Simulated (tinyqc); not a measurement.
## Dead time and true rate from two light levels

Question. A non-paralysable detector measures m = n/(1 + n td); dark counts are negligible. Find td and the true rate at the lower flux.

measured rates at a photon flux and at four times that flux (1/s): 5.4014599e6  1.1935484e7

Answer. 1/m = 1/n + td, so the difference of the inverse rates is 3/(4 n).

td = 50.00 ns
n = 7.400e6 1/s

tinyqc, about 0.01 s, one thread, Intel Xeon 2.30GHz (shared host): `OMP_NUM_THREADS=1 python tinyqc.py 2630037 2630038 out.jsonl`
